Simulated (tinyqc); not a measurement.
Two-dimensional dopant profile at a mask edge: lateral junction, overlap and effective channel length: one step, computed by the program tinyqc.

Ions enter for y < 0; the mask (spacer, then gate) covers y > 0. x is the depth. The surface reflects dopant during the anneal.

Task: Widths and vertical profile. Widths s_x^2 = (vertical straggle)^2 + 2 D t, s_y^2 = (lateral straggle)^2 + 2 D t. C(x, y) = V(x) (1/2) erfc(y/(sqrt2 s_y)), V(x) = Q/(sqrt(2 pi) s_x) [exp(-(x - R_p)^2/(2 s_x^2)) + exp(-(x + R_p)^2/(2 s_x^2))]; 1 nm = 1e-7 cm. The vertical junction far from the mask solves V(x) = C_B.

Inputs (values chosen for the exercise, modelled on a source-drain extension in silicon):
```
quantity               value    unit
dose Q               1.6e+14  1/cm^2
projected range R_p       36      nm
vertical straggle         17      nm
lateral straggle          14      nm
anneal budget D t    2.2e-12    cm^2
channel doping C_B   2.7e+18  1/cm^3
```

Give: s_x; s_y; V at the surface; V at R_p; vertical junction x_j.

Result:

s_x = 27 nm

s_y = 25.219 nm

V at the surface = 1.9438e+19 1/cm^3

V at R_p = 2.4316e+19 1/cm^3

vertical junction x_j = 92.246 nm
